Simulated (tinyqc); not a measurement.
# Electron continuity equation in a given potential, Scharfetter-Gummel discretisation: three discretisations compared

Steady state in one dimension: J = q mu n E + q D dn/dx with E = -dpsi/dx and D = mu Vt, dJ/dx = q (n/tau - G), fixed densities nL and nR at the ends. The potential is given, psi = U (x/L)^2, and is not changed by the electrons.

12 equal intervals. Fluxes J_i = (q D/h)(n_(i+1) P_i - n_i Q_i), d_i = (psi_(i+1) - psi_i)/Vt: Scharfetter-Gummel P = B(d), Q = B(-d), B(d) = d/(exp(d) - 1); central P = 1 - d/2, Q = 1 + d/2; upwind P = 1 + max(-d, 0), Q = 1 + max(d, 0). Balance at each inner node: J_i - J_(i-1) = q h (n_i/tau - G). The reference is Scharfetter-Gummel on 2400 intervals.

Parameters, values chosen for the exercise; mobility close to that of silicon at room temperature: temperature T = 450 K; electron mobility mu = 1340 cm^2/(V s); length of the region L = 19 um; density at x = 0 nL = 8.3e14 cm^-3; density at x = L nR = 2e14 cm^-3; lifetime tau = 7.6e-8 s; uniform generation rate G = 1.1e23 cm^-3 s^-1; potential difference psi(L) - psi(0) U = 1.2 V.

Constants: q = 1.602176634e-19 C, kB = 1.380649e-23 J/K, Vt = kB T/q. Results are converted to the units shown.

Densities (cm^-3):
```
node  Scharfetter-Gummel   central    upwind  reference
0               8.300e14  8.300e14  8.300e14   8.300e14
1               5.693e14  5.720e14  5.652e14   5.691e14
2               4.366e14  4.402e14  4.370e14   4.364e14
3               3.602e14  3.637e14  3.635e14   3.598e14
4               3.117e14  3.149e14  3.167e14   3.113e14
5               2.789e14  2.817e14  2.846e14   2.783e14
6               2.553e14  2.577e14  2.612e14   2.547e14
7               2.377e14  2.398e14  2.436e14   2.370e14
8               2.241e14  2.260e14  2.298e14   2.234e14
9               2.133e14  2.144e14  2.188e14   2.125e14
10              2.045e14  2.071e14  2.099e14   2.037e14
11              1.973e14  1.951e14  2.029e14   1.965e14
12              2.000e14  2.000e14  2.000e14   2.000e14
```

Largest errors as a share of the largest reference density listed: Scharfetter-Gummel 0.091 %, central 0.47 %, upwind 0.79 %. The largest |d| is 4.94. Upwinding stays positive but acts as if D were larger by the factor 1 + |d|/2, up to 3.47 here.

tinyqc, about 0.01 s, one thread, Intel Xeon 2.30GHz (shared host): `OMP_NUM_THREADS=1 python tinyqc.py 2220066 2220067 out.jsonl`
